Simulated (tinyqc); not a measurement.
# Programming of a floating-gate cell by Fowler-Nordheim tunnelling, step by step

tinyqc, about 0.01 s, one thread, Intel Xeon 2.30GHz (shared host): `OMP_NUM_THREADS=1 python tinyqc.py 2130054 2130055 out.jsonl` Printed values are rounded.

Per tunnel area the floating gate has Ctun = 3.9 eps0/tox to the channel (0 V) and Ccg to the control gate, Ct = Ctun/(1 - ag), no other coupling. With the threshold shift U = -Q/Ccg the field is F = ag (Vg - U)/tox, and dU/dt = J/Ccg. Fowler-Nordheim: J = A F^2 exp(-B/F), A = q^2/(16 pi^2 hbar mo phi) (times 1e14 for A/cm^2 with F in V/nm, emitter mass m0), B = (4/3) sqrt(mo/C) phi^1.5, C = hbar^2/(2 m0).

Values chosen for this exercise; oxide values close to those of silicon dioxide:

| symbol | value | unit | meaning |
|---|---|---|---|
| phi | 3.18 | eV | tunnel barrier |
| mo | 0.48 | m0 | tunnelling mass |
| tox | 7.3 | nm | tunnel oxide thickness |
| ag | 0.72 |  | coupling ratio Ccg/Ct |
| ar | 800 | nm^2 | tunnel area |
| Vt0 | -0.8 | V | threshold shift at the start |
| Vg | 12.7 | V | control-gate voltage |
| dt | 1.3 | us | time step |
| n | 12 |  | steps |

Constants: q = 1.602176634e-19 C, hbar = 1.054571817e-34 J s, m0 = 9.1093837015e-31 kg, eps0 = 8.8541878128e-14 F/cm where lengths are in cm, hbar^2/(2 m0) = 0.0380998212 eV nm^2. Results are converted to the units shown.

Range of the model: Programming fields of 10 MV/cm and more wear the oxide; trapping and the channel potential are ignored.

## Constants of the cell

A, B, Ccg = ag Ct, the starting field and current, K = A B ag/(Ccg tox), and the knee time t0 = exp(B/F(0))/K.

A = 1.00985e8 A cm^-2 (V/nm)^-2
B = 26.8373 V/nm
Ccg = 1.21637 uF/cm^2
F(0) = 1.33151 V/nm
J(0) = 0.315856 A/cm^2
K = 2.19756e14 1/s
t0 = 2.57938 us
electrons for 1 V of shift = 60.7358

## Explicit time steps against the exact solution

U(new) = U + dt J(F(U))/Ccg. Exact: exp(B/F(t)) = exp(B/F(0)) + K t, K = A B ag/(Ccg tox), and U = Vg - tox F/ag.

```
step  t (us)  F (V/nm)  J (A/cm^2)  U by steps (V)  U exact (V)
0          0   1.33151    0.315856       -0.800000    -0.800000
1        1.3   1.29821    0.179059       -0.462427    -0.532066
2        2.6   1.27934    0.128179       -0.271057    -0.348675
3        3.9   1.26583    0.100311       -0.134065    -0.210033
4        5.2   1.25525   0.0825088       -0.026856    -0.098994
5        6.5   1.24655   0.0700934        0.061325    -0.006633
6        7.8   1.23917   0.0609204        0.136238     0.072277
7        9.1   1.23274   0.0538583        0.201347     0.141054
8       10.4   1.22707   0.0482502        0.258908     0.201934
9       11.7   1.22198   0.0436874        0.310476     0.256491
10        13   1.21738   0.0399021        0.357167     0.305878
11      14.3   1.21317   0.0367109        0.399813     0.350959
12      15.6   1.20930   0.0339842        0.439048     0.392402
```

The steps run ahead by 69.6 mV after the first and 46.6 mV after the last, as each uses the larger current of its start; the step is 0.50 of the knee time t0. The overshoot lowers the field, so later steps gain less than the exact curve and the error ends smaller than after the first step.
